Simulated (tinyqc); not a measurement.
Ellipsoidal valleys in the axes of a wafer and a channel, step by step. Values are carried at full precision from step to step, so a last printed digit may differ when a step is redone from the rounded ones.

Valleys with axes a along [111], [1-1-1], [-11-1] and [-1-11], one whole valley each; inverse mass tensor w = 1/mt + (1/ml - 1/mt) a a. Device axes: z = nz/|nz|, x = nx/|nx|, y = z cross x; in them a = (ax, ay, az). Confinement mass mz = 1/w_zz. In the plane w_ij is replaced by u_ij = w_ij - w_iz w_jz/w_zz (i, j = x, y); density-of-states mass md = 1/sqrt(det u); conductivity mass along x mc = 1/u_xx; ballistic transport mass mx = u_yy/det u, width mass my = 1/u_yy.

Constants: hbar^2/2m0 = 3.80998211 eV angstrom^2; kB = 8.617333262e-05 eV/K.

Parameters, chosen for this exercise (near those of the L valleys of Ge; the results hold for these values, not for the real material):
- ml = 1.571 m0 (longitudinal mass)
- mt = 0.082 m0 (transverse mass)
- nz = (1, 1, 1) (surface normal (confinement))
- nx = (1, -1, 0) (channel direction)
- t = 6.9 nm (thickness of the film)
- T = 400 K (temperature)

## Device axes and valley axes

Give the rows x, y, z in cubic components and each valley axis in device components.

device axes:
```
    [100]    [010]    [001]
x  0.7071  -0.7071   0.0000
y  0.4082   0.4082  -0.8165
z  0.5774   0.5774   0.5774
```

valley axes:
```
              ax       ay       az
[111]     0.0000   0.0000   1.0000
[1-1-1]   0.8165   0.4714  -0.3333
[-11-1]  -0.8165   0.4714  -0.3333
[-1-11]   0.0000  -0.9428  -0.3333
```

## Tensors of the valley [1-1-1]

Form w and the reduced tensor u.

w (1/m0):
```
         x        y        z
x   4.4894  -4.4489   3.1458
y  -4.4489   9.6265   1.8163
z   3.1458   1.8163  10.9108
```

u (1/m0):
```
         x        y
x   3.5824  -4.9726
y  -4.9726   9.3242
```

The axis is tilted against the normal, so w_xz or w_yz is not zero and the reduction changes the masses in the plane.

## Masses of all valleys

Give mz, md, mc, mx and my.

Masses (m0):
```
valley       mz      md      mc      mx      my
[111]    1.5710  0.0820  0.0820  0.0820  0.0820
[1-1-1]  0.0917  0.3395  0.2791  1.0747  0.1072
[-11-1]  0.0917  0.3395  0.2791  1.0747  0.1072
[-1-11]  0.0917  0.3395  0.0820  0.0820  1.4056
```

mz md^2 = ml mt^2 = 0.01056 for every valley, so a heavy confinement mass comes with a small density of states. The heaviest mz is 1.571, for [111].

## Subbands and shares in a film

Hard walls: E_n = c (n pi/t)^2/mz, c = hbar^2/2m0, n = 1, 2, 3. Non-degenerate share of a valley proportional to md sum_n exp(-E_n/kT); mean 1/mc = sum of share/mc. 1 nm = 10 angstrom.

Give the ladders, the shares and the mean conductivity mass.

Subbands:
```
valley   E1 (meV)  E2 (meV)  E3 (meV)  share
[111]         5.0      20.1      45.2  0.624
[1-1-1]      86.2     344.7     775.6  0.125
[-11-1]      86.2     344.7     775.6  0.125
[-1-11]      86.2     344.7     775.6  0.125
```

mean mc = 0.0997 m0

The lowest ladder ([111]) holds 62 % of the electrons in these valleys, the next starts 81 meV higher. With E3 - E1 below about 3 kT, three subbands are too few and the shares are approximate.

## Checks

- mz md^2 against ml mt^2: they agree to 1e-10 or better.
- mx my against md^2: they agree to 1e-10 or better.

Computed by tinyqc, a small Python program: `OMP_NUM_THREADS=1 python tinyqc.py 1850537 1850538 out.jsonl` (the numbers bound the seed that draws the inputs); one thread of a shared host (Intel(R) Xeon(R) Processor @ 2.30GHz), about 0.01 s for the whole set of steps.
